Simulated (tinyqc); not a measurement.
Inside a calculation. Method: sp3 tight binding, zinc-blende lattice. One step of it, computed by the program tinyqc.

Problem. Levels at k. Diagonalise the Hermitian matrix.

H(k) at k (eV), lower triangle (Hermitian):
```
                      a s                 a px                 a py                a pz
a s            -13.390000
a px             0.000000            -6.510000
a py             0.000000             0.000000            -6.510000
a pz             0.000000             0.000000             0.000000           -6.510000
c s   -5.773082+0.249400i  -0.118696+4.873872i  -1.251398+0.462291i  0.615713-0.939576i
c px   0.118696-4.873872i   1.668676-0.072088i  -0.688322+1.050377i  1.398971-0.516807i
c py   1.251398-0.462291i  -0.688322+1.050377i   1.668676-0.072088i  0.132693-5.448632i
c pz  -0.615713+0.939576i   1.398971-0.516807i   0.132693-5.448632i  1.668676-0.072088i

             c s       c px       c py       c pz
c s   -13.390000
c px    0.000000  -6.510000
c py    0.000000   0.000000  -6.510000
c pz    0.000000   0.000000   0.000000  -6.510000
```

Give: eigenvalues; weights |c|^2 of the basis functions.

Solution.

eigenvalues (eV): -20.8231  -13.5898  -12.4599  -12.0680  -3.1164  -2.8752  -0.6675  -0.2401

weights |c|^2 of the basis functions:
```
      band 1  band 2  band 3  band 4  band 5  band 6  band 7  band 8
a s   0.4529  0.1776  0.0086  0.0423  0.2127  0.0907  0.0011  0.0141
a px  0.0433  0.1349  0.0233  0.1377  0.2440  0.3654  0.0004  0.0510
a py  0.0014  0.0978  0.2994  0.0851  0.0365  0.0296  0.2063  0.2439
a pz  0.0025  0.0898  0.1687  0.2348  0.0068  0.0143  0.2922  0.1909
c s   0.4529  0.1776  0.0086  0.0423  0.2127  0.0907  0.0011  0.0141
c px  0.0433  0.1349  0.0233  0.1377  0.2440  0.3654  0.0004  0.0510
c py  0.0014  0.0978  0.2994  0.0851  0.0365  0.0296  0.2063  0.2439
c pz  0.0025  0.0898  0.1687  0.2348  0.0068  0.0143  0.2922  0.1909
```
